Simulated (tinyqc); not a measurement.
Inside a calculation. Model: IGBT as a p-i-n diode in series with a MOS channel, on-state and switching loss.

Program tinyqc, `OMP_NUM_THREADS=1 python tinyqc.py 2590066 2590067 out.jsonl`; Intel Xeon 2.30GHz, shared host, one thread, about 0.01 s. Printed values are rounded.

High injection (n = p) in a drift layer from x = -W/2 (anode) to +W/2 (cathode side), recombination only in the layer with lifetime tau, ideal emitters. The channel feeds the cathode side and carries the whole current. Auger recombination, carrier-carrier scattering, emitter losses and the carrier dip under the p body are left out.

Values chosen for this exercise; material values close to those of silicon: temperature T = 350 K; band gap Eg = 1.11 eV; conduction-band density of states at T Nc = 3.47e19 cm^-3; valence-band density of states at T Nv = 3.33e19 cm^-3; electron mobility mn = 997 cm^2/(V s); hole mobility mp = 342 cm^2/(V s); width of the drift layer W = 70 um; doping of the drift layer Nd = 1.2e14 cm^-3; high-injection lifetime tau = 0.61 us; current density J = 250 A/cm^2; channel and accumulation resistance Rch = 2.6 mohm cm^2; link voltage Vdc = 400 V; turn-off energy per stored charge and link voltage ks = 0.08; switching frequency f = 20 kHz.

Constants: q = 1.602176634e-19 C, kB = 1.380649e-23 J/K, Vt = kB T/q. Results are converted to the units shown.

## Ambipolar length

b = mn/mp, B = (b - 1)/(b + 1), La = sqrt(2 Vt mn mp tau/(mn + mp)), y = W/(2 La).

b = 2.915205
B = 0.4891710
La = 30.61052 um
y = 1.143398

## Carrier profile

```
point,2 x/W
0,-1
1,-0.75
2,-0.5
3,-0.25
4,0
5,0.25
6,0.5
7,0.75
8,1
```

n(x) = (tau J/(2 q La))[cosh(x/La)/sinh y - B sinh(x/La)/cosh y]. x/La = (2 x/W) y.

```
point,n (cm^-3)
0,2.526621e17
1,1.959680e17
2,1.553957e17
3,1.276075e17
4,1.103173e17
5,1.021026e17
6,1.022877e17
7,1.108878e17
8,1.286104e17
```

The density is 1.96 times higher at the anode than at the cathode side, since holes are the slower carriers; its smallest listed value is 851 times Nd.

## On-state voltage

n(x) = (tau J/(2 q La))[cosh(x/La)/sinh y - B sinh(x/La)/cosh y]. Vm = Vt [(8 b/(b + 1)^2)(sinh y/s) arctan(s sinh y) + B ln((1 + B tanh^2 y)/(1 - B tanh^2 y))], s = sqrt(1 - B^2 tanh^2 y); Vj = Vt ln(n(-W/2) n(W/2)/ni^2), ni = sqrt(Nc Nv) exp(-Eg/(2 Vt)), Eg in volts; Vc = J Rch; Von = Vm + Vj + Vc.

Vm = 0.07429911 V
Vj = 0.7939474 V
Vc = 0.65 V
Von = 1.518246 V

Vm does not depend on J, since the carrier density grows with it. Junctions, layer and channel take 52, 4.9 and 43 % of Von.

## Stored charge, losses and the unipolar alternative

Stored charge tau J, turn-off energy Eoff = ks tau J Vdc, loss at half duty 0.5 J Von + f Eoff. A unipolar device on the same layer has Vu = J (W/(q mn Nd) + Rch).

stored charge = 152.5 uC/cm^2
Eoff = 4.88 mJ/cm^2
conduction loss = 189.7808 W/cm^2
switching loss = 97.6 W/cm^2
Vu = 91.94590 V

Both losses would be equal at f = 38.9 kHz.
